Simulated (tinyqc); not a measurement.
# Molecular dynamics of a small cluster by velocity Verlet steps, step by step

A worked calculation. Computed by tinyqc, a small Python program that keeps every step. Command: `OMP_NUM_THREADS=1 python tinyqc.py 3016283 3016284 out.jsonl verlet walk`. One thread of a shared host (Intel(R) Xeon(R) Processor @ 2.30GHz), about 0.1 s of CPU time with the checks. Intermediate numbers are printed to about 6 digits and carried at full precision; extremes and crossings named in words are read from the listed rows.

E = sum_i {sum_j A exp(-p (r_ij/r0 - 1)) - xi sqrt(rho_i)}, rho_i = sum_j exp(-2 q (r_ij/r0 - 1)); the force on i is -sum_j w_ij (R_i - R_j)/r_ij with w_ij = -(2p/r0) A exp(-p (r_ij/r0 - 1)) + (xi q/r0) exp(-2 q (r_ij/r0 - 1)) (rho_i^(-1/2) + rho_j^(-1/2)).

Inputs (values chosen for the exercise, for model atoms):
```
quantity,value,unit
length r0,3.18,angstrom
repulsion A,0.12,eV
hopping xi,1.45,eV
decay p,10.4,-
decay q,2.98,-
atomic mass M,196,u
time step dt,7.8,fs
steps,200,-
```

Potential: Gupta. Thermostat: none.

starting positions (angstrom):
```
,x,y,z
atom 1,0.01,-0.05,-0.1
atom 2,2.99,0.02,0.03
atom 3,1.43,2.51,-0.06
atom 4,1.5,0.81,2.5
atom 5,1.51,0.81,-2.45
```

starting velocities (angstrom/fs):
```
,x,y,z
atom 1,-0.0011,0.00117,0.00026
atom 2,0.00161,0.00028,-0.00063
atom 3,-0.00065,0.00014,0.00127
atom 4,0.00068,5e-05,0.0004
atom 5,-0.00054,-0.00163,-0.0013
```

Constants: 1 eV/(angstrom u) = 9.648533212e-03 angstrom/fs^2; k_B = 8.617333262e-05 eV/K.

## State at the start

Velocity Verlet: a = c F/M with c = 9.648533212e-3 angstrom/fs^2 per eV/(angstrom u); R(new) = R + v dt + a dt^2/2; v(new) = v + (a + a(new)) dt/2. Kinetic energy K = M v^2/(2c); temperature T = 2K/((3N - 3) k_B), rotation of the cluster included.

forces (eV/angstrom):
```
,x,y,z
atom 1,0.40390,0.16177,0.30556
atom 2,-0.43844,0.17592,0.06840
atom 3,0.02653,-0.33225,0.24799
atom 4,-0.05892,0.01664,-1.04941
atom 5,0.06694,-0.02208,0.42746
```

potential energy = -12.3586 eV

kinetic energy = 0.132369 eV

temperature = 256.013 K

## Step 1

The formulas are those given above.

positions after step 1 (angstrom):
```
,x,y,z
atom 1,0.00202,-0.04063,-0.09751
atom 2,3.00190,0.02245,0.02519
atom 3,1.42497,2.51059,-0.04972
atom 4,1.50522,0.81041,2.50155
atom 5,1.50589,0.79725,-2.45950
```

new forces (eV/angstrom):
```
,x,y,z
atom 1,0.46497,0.16396,0.28791
atom 2,-0.52553,0.21078,0.05860
atom 3,0.04860,-0.38801,0.19491
atom 4,-0.05441,0.01154,-1.06891
atom 5,0.06637,0.00173,0.52748
```

velocities after step 1 (angstrom/fs):
```
,x,y,z
atom 1,-0.00093319,0.00123254,0.00037394
atom 2,0.00142493,0.00035424,-0.00060562
atom 3,-0.00063558,0.00000172,0.00135503
atom 4,0.00065824,0.00005541,-0.00000669
atom 5,-0.00051441,-0.00163391,-0.00111666
```

total energy = -12.2261 eV

## Step 2

The formulas are those given above.

positions after step 2 (angstrom):
```
,x,y,z
atom 1,-0.00456,-0.03077,-0.09417
atom 2,3.01223,0.02553,0.02055
atom 3,1.42009,2.51003,-0.03886
atom 4,1.51027,0.81086,2.49990
atom 5,1.50198,0.78451,-2.46742
```

new forces (eV/angstrom):
```
,x,y,z
atom 1,0.50221,0.15290,0.26924
atom 2,-0.58623,0.23239,0.04689
atom 3,0.06980,-0.41397,0.14537
atom 4,-0.05202,0.00643,-1.06710
atom 5,0.06624,0.02226,0.60560
```

velocities after step 2 (angstrom/fs):
```
,x,y,z
atom 1,-0.00074750,0.00129337,0.00048090
atom 2,0.00121149,0.00043932,-0.00058536
atom 3,-0.00061284,-0.00015225,0.00142036
atom 4,0.00063781,0.00005886,-0.00041677
atom 5,-0.00048895,-0.00162930,-0.00089913
```

total energy = -12.2260 eV

## Fastest vibration

Relax the cluster, diagonalise the Hessian (central differences): omega_max = sqrt(c lambda_max/M). Verlet steps are stable for omega_max dt < 2.

omega_max = 0.0292764 1/fs

shortest period = 214.616 fs

omega_max dt = 0.228356

The step is 1/27.5 of the shortest period.

## The trajectory

Spread = largest minus smallest value. The test of the step is the spread (largest minus smallest) of the total energy over the run without thermostat, against the spread of K; the step passes below 5 %. The mean T is over the second half.

Course of the run (evenly spaced rows):
```
step,t (fs),U (eV),K (eV),U + K (eV),T (K)
0,0.0,-12.3586,0.132369,-12.2263,256.013
14,109.2,-12.3522,0.126009,-12.2262,243.711
28,218.4,-12.3170,0.090869,-12.2261,175.749
42,327.6,-12.3628,0.136446,-12.2264,263.899
56,436.8,-12.3881,0.161829,-12.2263,312.991
70,546.0,-12.2926,0.066773,-12.2258,129.144
84,655.2,-12.4089,0.182509,-12.2263,352.988
98,764.4,-12.3472,0.120957,-12.2263,233.941
112,873.6,-12.3779,0.151620,-12.2263,293.246
126,982.8,-12.2961,0.069869,-12.2262,135.132
140,1092.0,-12.4148,0.188272,-12.2265,364.135
154,1201.2,-12.3643,0.137920,-12.2264,266.749
168,1310.4,-12.3911,0.164623,-12.2264,318.395
182,1419.6,-12.3566,0.129876,-12.2267,251.192
196,1528.8,-12.4330,0.205994,-12.2270,398.410
```

spread of the total energy = 0.00128169 eV

spread of the total over spread of K = 0.00875225

mean temperature = 277.794 K

The total energy keeps within 0.88 % of the swings of K, so the step passes.

## Energy conservation against the time step

Runs without thermostat over the same span of time, steps x dt; spread = largest minus smallest value. For contrast, the energy gained over the first 30 dt (dt of the inputs) by explicit Euler steps: R(new) = R + v dt, v(new) = v + a dt.

Energy error (eV):
```
dt (fs),omega_max dt,"Verlet, spread of U + K","Euler, gain in U + K"
0.975,0.028544,1.99107e-05,0.02292
1.950,0.057089,7.95686e-05,0.04919
3.900,0.114178,3.18828e-04,0.11401
7.800,0.228356,1.28169e-03,0.31350
15.600,0.456711,5.52278e-03,1.26463
23.400,0.685067,1.34944e-02,4.05142
```

The Verlet error grows as dt^2.00 between the first rows, the second order of the method. Euler steps gain energy steadily: over that short span the gain in the first row is already 1200 times the Verlet spread of the whole run, and it grows as dt^1.10, tending to the first order of that method as dt shrinks. Caution: where the Euler gain approaches or exceeds the binding energy the cluster has blown apart.

Checks made by the program: time reversal over 50 steps (relative difference below 1e-10).
